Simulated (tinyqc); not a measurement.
Complex band structure along [001] in sp3s* tight binding: sweeps and comparisons. A value that a table varies takes the place of the one given here.

For k = (0, 0, kz) the phase sums are g0 = cos(phi) and g3 = i sin(phi), phi = kz a/4, and the s, pz, s* orbitals of anion (a) and cation (c) decouple from px, py. With z = exp(i phi), H(z) = H0 + z T + T^T/z for any complex z. H0 is diagonal (Esa, Epa, Exa, Esc, Epc, Exc). The anion-cation block is B(z) = z U + W/z and the cation-anion block z W^T + U^T/z, where U has Vss/2 (s,s), Vsapc/2 (s,z), -Vscpa/2 (z,s), Vxx/2 (z,z), Vxapc/2 (s*,z), -Vpaxc/2 (z,s*), and W has the same values with the s-z and s*-z signs reversed. |z| = 1 is a band state, |z| < 1 decays along [001] as exp(-kappa d) over a distance d, kappa = -(4/a) ln|z|. No spin-orbit coupling.

Constants: hbar^2/2m0 = 3.80998211 eV angstrom^2.

Parameters, chosen for this exercise (out of a larger set: near a published set for InP, fitted to gaps, whose masses and valley positions are rough (light masses up to twice too heavy); not measured data): p = (-8.511, 0.88, -1.495, 4.054, 8.219, 7.109, -5.388, 1.893, 4.25, 2.239, 5.601, 3.462, 4.492) eV (order Esa, Epa, Esc, Epc, Exa, Exc, Vss, Vxx, Vxy, Vsapc, Vscpa, Vxapc, Vpaxc); a = 5.865 angstrom (lattice constant); dE = 0.9 eV (E - Ev).

## Decay across the direct gap

Ev = -0.00323 eV
EG (direct gap) = 1.42958 eV

masses of this model, from the curvature at Gamma (m0): m_lh 0.09564, m_e 0.12415

kappa of the imaginary branch at Gamma against three formulas: parabolic from the valence edge, sqrt(m_lh E/c); parabolic from the conduction edge, sqrt(m_e (EG - E)/c); two-band (Franz), sqrt(m E (1 - E/EG)/c) with m = 2 m_lh m_e/(m_lh + m_e). E from Ev; c = hbar^2/2m0.

kappa (1/angstrom):

| E/EG | E (eV) | tight binding | parabolic, valence | parabolic, conduction | two-band |
|---|---|---|---|---|---|
| 0.05 | 0.0715 | 0.0415 | 0.0424 | 0.2104 | 0.0439 |
| 0.15 | 0.2144 | 0.0685 | 0.0734 | 0.1990 | 0.0719 |
| 0.25 | 0.3574 | 0.0839 | 0.0947 | 0.1869 | 0.0872 |
| 0.35 | 0.5004 | 0.0934 | 0.1121 | 0.1740 | 0.0960 |
| 0.50 | 0.7148 | 0.0997 | 0.1339 | 0.1526 | 0.1007 |
| 0.65 | 0.9292 | 0.0970 | 0.1527 | 0.1277 | 0.0960 |
| 0.75 | 1.0722 | 0.0894 | 0.1641 | 0.1079 | 0.0872 |
| 0.85 | 1.2151 | 0.0750 | 0.1746 | 0.0836 | 0.0719 |
| 0.95 | 1.3581 | 0.0466 | 0.1846 | 0.0483 | 0.0439 |

What can be read from the table?

The branch joins the light-hole and conduction bands and peaks, among these rows, at E/EG = 0.50 with kappa = 0.0997 1/angstrom. At mid-gap the parabola from the conduction edge is +53 % off and the two-band form +1.0 %; over 5 nm the parabola would misstate exp(-2 kappa d) by a factor 199.

## Band-to-band tunnelling in a uniform field

WKB at zero transverse momentum: T = exp(-2 I/(eF)), I = integral of kappa dE across the direct gap (8 Gauss-Legendre points in theta, E = EG sin^2 theta, 0 to pi/2); 1 MV/cm = 0.01 V/angstrom. The two-band form gives I = (pi/8) sqrt(m/c) EG^(3/2) with m = 2 m_lh m_e/(m_lh + m_e).

Tunnelling:

| F (MV/cm) | path EG/eF (angstrom) | exponent 2I/eF | T, tight binding | T, two-band |
|---|---|---|---|---|
| 0.50 | 285.9 | 44.954 | 3.00e-20 | 2.31e-20 |
| 0.75 | 190.6 | 29.969 | 9.65e-14 | 8.11e-14 |
| 1.00 | 143.0 | 22.477 | 1.73e-10 | 1.52e-10 |
| 1.50 | 95.3 | 14.985 | 3.11e-07 | 2.85e-07 |
| 2.00 | 71.5 | 11.238 | 1.32e-05 | 1.23e-05 |
| 3.00 | 47.7 | 7.492 | 0.000557 | 0.000534 |
| 4.00 | 35.7 | 5.619 | 0.00363 | 0.00351 |

I, tight binding = 0.112385 eV/angstrom
I, two-band = 0.113035 eV/angstrom

How do the results move?

The two-band integral is +0.58 % from the tight-binding one, which makes the two-band T 0.7711 times the other at 0.5 MV/cm and 0.968 times at 4 MV/cm. Doubling the field from 1 to 2 MV/cm halves the exponent and raises T by a factor 7.6e+04.

## Energy and lattice constant

The slowest root of the s-pz block and the heavy-hole branch, sinh^2(kappa a/4) = ((E - Epa)(E - Epc) - Vxx^2)/(Vxx^2 - Vxy^2), at E = Ev + dE with Ev the lower root of [[Epa, Vxx], [Vxx, Epc]]; the couplings are kept when a changes. Each row changes one parameter from the base and keeps the others.

Results:

| case | slowest kappa (1/angstrom) | heavy-hole kappa (1/angstrom) |
|---|---|---|
| base | 0.0980 | 0.3289 |
| dE = 0.87 eV | 0.0987 | 0.3249 |
| a = 6.041 angstrom | 0.0951 | 0.3193 |

What can be read from the table?

The largest shifts from the base row, up to three for each result and ties (the steps differ in size, so this ranks the rows, not the parameters). slowest kappa (1/angstrom): a -0.0029, dE +0.0008. heavy-hole kappa (1/angstrom): a -0.0096, dE -0.0040. With the couplings fixed, kappa a stays, so kappa scales as 1/a.

tinyqc: `OMP_NUM_THREADS=1 python tinyqc.py 1482395 1482396 out.jsonl`; about 0.01 s, one thread, shared Intel(R) Xeon(R) Processor @ 2.30GHz.
